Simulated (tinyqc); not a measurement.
Threshold-voltage variability of a planar MOSFET, analytic estimates: one step of the calculation.

Three independent sources add in quadrature: random dopants in the depleted layer, metal-gate grains of two orientations, and roughness of the two gate edges acting through the roll-off VT = VT(long) - Vr exp(-L/l). These are first-order estimates: no three-dimensional electrostatics, no percolation.

Task. Random dopants. ni = sqrt(Nc Nv) exp(-Eg/(2 Vt)), Eg in volts; Cox = 3.9 eps0/ti; Wd = sqrt(4 eps0 eps_r Vt ln(Na/ni)/(q Na)); dopants: s1 = (q/Cox) sqrt(Na Wd/(3 L W)). The slope A1 = s1 sqrt(L W); mean number of dopants Na L W Wd.

Parameters, values chosen for the exercise; material values those of a made-up semiconductor:
```
symbol    value   unit                                     meaning
T           300      K                                 temperature
Eg         1.44     eV                                    band gap
eps_r      11.4         relative permittivity of the semiconductor
Nc      3.54e19  cm^-3      conduction-band density of states at T
Nv      2.28e19  cm^-3         valence-band density of states at T
Na       6.3e17  cm^-3                              channel doping
ti          1.4     nm     oxide-equivalent thickness in inversion
L            45     nm                                 gate length
W           160     nm                                  gate width
```

Constants: q = 1.602176634e-19 C, kB = 1.380649e-23 J/K, Vt = kB T/q, eps0 = 8.8541878128e-14 F/cm where lengths are in cm. Results are converted to the units shown.

Give: Cox; Wd; mean number of dopants; A1; s1.

Result.

Cox = 2.4665 uF/cm^2
Wd = 49.861 nm
mean number of dopants = 226.17
A1 = 0.66469 mV um
s1 = 7.8334 mV

Counting alone, 1/sqrt(N) of the depletion voltage q Na Wd/Cox = 204 mV, would give sqrt(3) times more: dopants deep in the layer act less on the surface.

Program tinyqc, `OMP_NUM_THREADS=1 python tinyqc.py 2090026 2090027 out.jsonl`; Intel Xeon 2.30GHz, shared host, one thread, about 0.01 s.
